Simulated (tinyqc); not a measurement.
Worked calculation: band offset of a heterojunction with an interface dipole (two-band chains, self-consistent charge). Values are carried at full precision from step to step, so a last printed digit may differ when a step is redone from the rounded ones.

Sites alternate A, C. Left: A at -G1/2, C at +G1/2, hopping -t1; right: A at D - G2/2, C at D + G2/2, hopping -t2; the bonds across the two interfaces of a ring (C left to A right, C right to A left) have -sqrt(t1 t2). D is the offset of the mid-gaps, so Ev(right) - Ev(left) = D - (G2 - G1)/2 and Ec(right) - Ec(left) = D + (G2 - G1)/2. The closing bond has its sign reversed (antiperiodic ring). Half the levels are filled with two electrons each. The charge moved is q = (electrons on the left) less one a site; the mean over the two interfaces, q/2, is taken as the charge that crosses each, and its dipole opposes the offset: D = D0 - u q/2.

Parameters, chosen for this exercise (gaps near those of SiC and SiO2; the chains and D0 are free models, so the offsets are not those of the real pair; not measured data):
```
symbol  value  unit  meaning
G1      3.05   eV    gap on the left
G2      9.3    eV    gap on the right
t1      2.24   eV    hopping on the left
t2      2.53   eV    hopping on the right
D0      -1.56  eV    mid-gap of the right side above that of the left, without dipole
n       3            cells a side in the small ring
u       5.5    eV    potential step per electron moved across
mx      0.5          mixing
```

## The small ring at D = D0

Fill in H.

H (eV), lower triangle:
```
         AL1      CL1      AL2      CL2      AL3      CL3      AR1      CR1      AR2      CR2      AR3     CR3
AL1  -1.5250
CL1  -2.2400   1.5250
AL2        0  -2.2400  -1.5250
CL2        0        0  -2.2400   1.5250
AL3        0        0        0  -2.2400  -1.5250
CL3        0        0        0        0  -2.2400   1.5250
AR1        0        0        0        0        0  -2.3806  -6.2100
CR1        0        0        0        0        0        0  -2.5300   3.0900
AR2        0        0        0        0        0        0        0  -2.5300  -6.2100
CR2        0        0        0        0        0        0        0        0  -2.5300   3.0900
AR3        0        0        0        0        0        0        0        0        0  -2.5300  -6.2100
CR3   2.3806        0        0        0        0        0        0        0        0        0  -2.5300  3.0900
```

## Levels and site charges

Diagonalise, fill the lower half with two electrons each, and sum the electrons on the left (L) less one a site.

levels (eV): -8.1799  -7.5013  -6.6531  -4.3318  -3.2997  -2.1177  1.9235  2.8734  3.8280  4.0671  4.7927  5.2386

electrons on the sites: AL1 1.5690, CL1 0.4657, AL2 1.5257, CL2 0.4609, AL3 1.5125, CL3 0.3670, AR1 1.8094, CR1 0.1888, AR2 1.8148, CR2 0.1882, AR3 1.8190, CR3 0.2789

q = -0.0992 electrons

Electrons move to the right, the side whose mid-gap lies lower.

## Self-consistent offset

From here on the ring has 24 cells a side.

Start at D = D0; D(out) = D0 - u q(D)/2; D(new) = D + mx (D(out) - D); stop when |D(out) - D| < 1e-7 eV.

Iterations:
```
i      D (eV)         q  D(out) (eV)  D(out) - D
0    -1.56000  -0.09940     -1.28666       0.273
1    -1.42333  -0.08992     -1.31273       0.111
2    -1.36803  -0.08615     -1.32310      0.0449
3    -1.34556  -0.08462     -1.32729      0.0183
4    -1.33643  -0.08401     -1.32899     0.00744
5    -1.33271  -0.08375     -1.32968     0.00303
6    -1.33119  -0.08365     -1.32996     0.00123
7    -1.33057  -0.08361     -1.33007    0.000502
8    -1.33032  -0.08359     -1.33012    0.000205
...       ...       ...          ...         ...
13   -1.33015  -0.08358     -1.33015    2.29e-06
14   -1.33015  -0.08358     -1.33015    9.32e-07
15   -1.33015  -0.08358     -1.33015    3.80e-07
16   -1.33015  -0.08358     -1.33015    1.55e-07
17   -1.33015  -0.08358     -1.33015    6.30e-08
```

D = -1.3302 eV

Converged at i = 17: the dipole removes 15 % of the starting offset.

## Linear response

chi = (q(+h) - q(-h))/(2h) at D = 0 with h = 0.01 eV; S = 1/(1 + u chi/2); linear estimate D = S D0.

chi = 0.06056 1/eV
S = 0.8572
linear estimate of D = -1.3373 eV

The self-consistent value is -1.3302 eV, +7.2 meV from the estimate. At D = 0 no net charge crosses: the mid-gaps are the neutrality levels of these symmetric chains.

## The line-up

Ev(right) - Ev(left) = D - (G2 - G1)/2 and Ec(right) - Ec(left) = D + (G2 - G1)/2, for D0, for the self-consistent D and for D = 0. Type I: the offsets have opposite signs; type III: one valence edge lies above the other conduction edge; else type II.

Offsets (eV):
```
case                            D  valence  conduction                 type
no dipole                  -1.560   -4.685       1.565  type I (straddling)
self-consistent            -1.330   -4.455       1.795  type I (straddling)
neutrality levels aligned   0.000   -3.125       3.125  type I (straddling)
```

The dipole shifts both offsets alike and leaves the type.

## Checks

- q at D = 0 against zero, as particle-hole symmetry demands: both 0.000000.
- q at the self-consistent D on 24 against 48 cells a side: both -0.0836.

(tinyqc, `OMP_NUM_THREADS=1 python tinyqc.py 1451390 1451391 out.jsonl`, Intel(R) Xeon(R) Processor @ 2.30GHz, 1 thread, shared host, about 0.4 s.)
